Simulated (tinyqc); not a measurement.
Ground and coupling capacitance from two measurements.

Inverse problem. A line has Cg to the planes and Cc to each of two neighbours. Find Cg, Cc, the load when both neighbours switch in antiphase, and the pulse on the line when it floats and both neighbours swing by Vx.

Values chosen for this exercise:
- Vx = 1 V (swing)

capacitance with neighbours driven alike and with neighbours grounded (aF/um): 110  294

Answer. Driven alike, Cc carries no charge, which leaves Cg; grounded neighbours give Cg + 2 Cc, antiphase Cg + 4 Cc; a floating line divides the swing as 2 Cc/(Cg + 2 Cc).

Cg = 110 aF/um
Cc = 92.0 aF/um
load in antiphase = 478 aF/um
pulse = 0.626 V

tinyqc, about 0.8 s, one thread, Intel Xeon 2.30GHz (shared host): `OMP_NUM_THREADS=1 python tinyqc.py 2790158 2790159 out.jsonl`
